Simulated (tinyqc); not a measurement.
# Field-effect mobility of a thin-film transistor with band-tail and deep states (multiple trapping), step by step

A worked calculation. Computed by tinyqc, a small Python program that keeps every step. Command: `OMP_NUM_THREADS=1 python tinyqc.py 3000907 3000908 out.jsonl tft walk`. One thread of a shared host (Intel(R) Xeon(R) Processor @ 2.30GHz), about 0.06 s of CPU time with the checks. Intermediate numbers are printed to about 5 digits and carried at full precision; extremes and crossings named in words are read from the listed rows.

A thick film in accumulation at small drain voltage. Only free electrons move; trapped ones still screen the gate. N_c and mu_0 are held fixed when T changes, leaving out the T^(3/2) growth of N_c. x = E_0 - psi is the distance of the Fermi level below the band edge.

Inputs (values chosen for the exercise, modelled on amorphous In2O3):

| quantity | value | unit |
|---|---|---|
| permittivity eps | 9 | - |
| effective density of states N_c | 4.3e+18 | 1/cm^3 |
| band mobility mu_0 | 72 | cm^2/(V s) |
| tail density at the edge g_t | 1.6e+19 | 1/(eV cm^3) |
| tail width E_t | 27 | meV |
| flat-band Fermi level below the edge, E_0 | 0.4 | eV |
| equivalent oxide thickness t | 32 | nm |
| surface band bending psi_s as a fraction of E_0 | 0.6 | - |
| temperature T | 250 | K |

Deep states: none.

Constants: k_B = 8.617333262e-05 eV/K; e = 1.602176634e-19 C; eps_0 = 8.8541878128e-12 F/m.

## Free and trapped densities

F_j(eta) = int_0^infinity x^j/(1 + exp(x - eta)) dx, without a gamma-function factor. Integrals over x = E/(k_B T) use 160 Gauss-Legendre points in u = sqrt(x) from 0 to sqrt(max(eta, 0) + 32). Free n(x) = N_c (2/sqrt(pi)) F_1/2(-x/k_B T), with F_1/2 from its two-term series in exp(-x/k_B T) for x >= 12 k_B T; tail n_t(x) = int_0^1.2eV g_t exp(-E/E_t)/(1 + exp((x - E)/k_B T)) dE, E counted down from the edge, 120 Gauss-Legendre points; space charge rho(psi) = n + n_t less its value at psi = 0.

Local densities at x = 0.4, 0.3, 0.2, 0.15, 0.1, 0.05, 0 and -0.05 eV:

| x (eV) | n (1/cm^3) | n_t (1/cm^3) | n/(n + n_t) |
|---|---|---|---|
| 0.40 | 3.7138e+10 | 6.5741e+11 | 0.05347 |
| 0.30 | 3.8524e+12 | 2.5759e+13 | 0.13010 |
| 0.20 | 3.9961e+14 | 9.4928e+14 | 0.29625 |
| 0.15 | 4.0687e+15 | 5.4442e+15 | 0.42770 |
| 0.10 | 4.1313e+16 | 2.8557e+16 | 0.59128 |
| 0.05 | 4.0828e+17 | 1.2171e+17 | 0.77035 |
| 0.00 | 3.2901e+18 | 3.1231e+17 | 0.91331 |
| -0.05 | 1.4254e+19 | 4.1428e+17 | 0.97176 |

E_t/k_B T = 1.25: deep in the tail n_t follows exp(-x/E_t), more slowly than n, so the free share grows as the Fermi level rises.

## One gate voltage

Poisson: F(psi) = sqrt((2 e/(eps eps_0)) int_0^psi rho dpsi'); V_G - V_FB = psi_s + eps F(psi_s) t/3.9; free sheet density N_f = int (n - n(E_0))/F dpsi; induced sheet density N_i = eps eps_0 F(psi_s)/e; trapezoid rule on 301 even points in psi, the first interval left out of N_f. mu_eff = mu_0 N_f/N_i; field-effect mobility mu_FE = mu_0 e (dN_f/dV_G)/C_ox and swing S = dV_G/dlog10(N_f), by a central difference of +/- 2 mV in psi_s; C_ox = 3.9 eps_0/t.

surface field = 8.1373 kV/cm

V_G - V_FB = 0.30009 V

free sheet density N_f = 1.1625e+10 1/cm^2

induced sheet density N_i = 4.0473e+10 1/cm^2

effective mobility mu_eff = 20.680 cm^2/(V s)

field-effect mobility mu_FE = 15.486 cm^2/(V s)

swing S = 184.86 mV/decade

29 % of the induced charge is free. mu_FE is below mu_eff, since part of dV_G goes into band bending. The swing is 3.73 times the ideal ln(10) k_B T/e. Caution: the band bending extends over more than 0.2 micrometre, deeper than most thin films, so the thick-film assumption is doubtful.

## Transfer curve

The formulas are those given above.

Against the band bending:

| psi_s (V) | V_G - V_FB (V) | N_f (1/cm^2) | mu_eff (cm^2/(V s)) | mu_FE (cm^2/(V s)) | S (mV/decade) |
|---|---|---|---|---|---|
| 0.14 | 0.1487 | 7.7988e+08 | 9.590 | 1.913 | 100.4 |
| 0.20 | 0.2277 | 3.9354e+09 | 15.197 | 7.431 | 130.4 |
| 0.25 | 0.3230 | 1.5232e+10 | 22.293 | 18.117 | 207.0 |
| 0.29 | 0.4506 | 4.4671e+10 | 29.730 | 30.508 | 360.6 |
| 0.32 | 0.6125 | 9.9274e+10 | 36.276 | 40.793 | 599.3 |
| 0.35 | 0.8860 | 2.1773e+11 | 43.421 | 50.781 | 1055.8 |
| 0.38 | 1.3598 | 4.6404e+11 | 50.631 | 59.259 | 1928.0 |
| 0.41 | 2.1501 | 9.2689e+11 | 56.943 | 64.996 | 3510.4 |
| 0.44 | 3.3243 | 1.6600e+12 | 61.526 | 67.960 | 6012.1 |

The steepest swing among the rows is 100 mV/decade. mu_eff climbs from 9.6 to 62, 85 % of mu_0 in the last row. Between rows 6 and 7 N_f scales as (V_G - V_FB - psi_s)^1.25; an exponential tail holding all the charge would give the larger of 1 and 2 E_t/k_B T - 1, here 1.51, and free charge alone 1.

Checks made by the program: tail integral against adaptive quadrature (relative difference below 1e-10).
